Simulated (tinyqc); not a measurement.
From results back to parameters: finite square well with mass mismatch (envelope functions). Three cases, with inputs chosen for the exercise.

Problem. The lowest level of this well was computed from a hidden depth V0.

A square well of width L and depth V0, mass mw inside and mb outside, energies from the bottom of the well, c = hbar^2/2m0. k = sqrt(mw E/c), kappa = sqrt(mb (V0 - E)/c). psi and psi'/m are continuous at the walls (BenDaniel-Duke), so level n solves k L + 2 atan[(k/mw)/(kappa/mb)] = n pi.

Constants: hbar^2/2m0 = 3.80998211 eV angstrom^2.

Find: k; kappa; V0.

Method. For n = 1 the condition reads kappa = (mb/mw) k tan(kL/2); then V0 = E1 + c kappa^2/mb.

Case 1.

Values chosen (out of a larger set: near those of a non-polar GaN well in AlN; not measured data): L = 58 angstrom (well width); mw = 0.197 m0 (mass in the well); mb = 0.313 m0 (mass in the barrier).

E1 = 0.043998 eV

Solution.

k = 0.04770 1/angstrom
kappa = 0.3992 1/angstrom
V0 = 1.984 eV

Case 2.

Values chosen (out of a larger set: near those of an InGaAs well in InAlAs; not measured data): L = 84 angstrom (well width); mw = 0.0399 m0 (mass in the well); mb = 0.073 m0 (mass in the barrier).

E1 = 0.065678 eV

Solution.

k = 0.02623 1/angstrom
kappa = 0.0946 1/angstrom
V0 = 0.533 eV

Case 3.

Values chosen (out of a larger set: near those of the light valleys of a Si film in HfO2; not measured data): L = 13 angstrom (well width); mw = 0.186 m0 (mass in the well); mb = 0.181 m0 (mass in the barrier).

E1 = 0.467569 eV

Solution.

k = 0.15108 1/angstrom
kappa = 0.2202 1/angstrom
V0 = 1.488 eV

Computed by tinyqc, one run a case: `OMP_NUM_THREADS=1 python tinyqc.py N N+1 out.jsonl` with N = 1282575, 1282595, 1282785; one thread of a shared Intel(R) Xeon(R) Processor @ 2.30GHz, about 0.01 s a run at most.
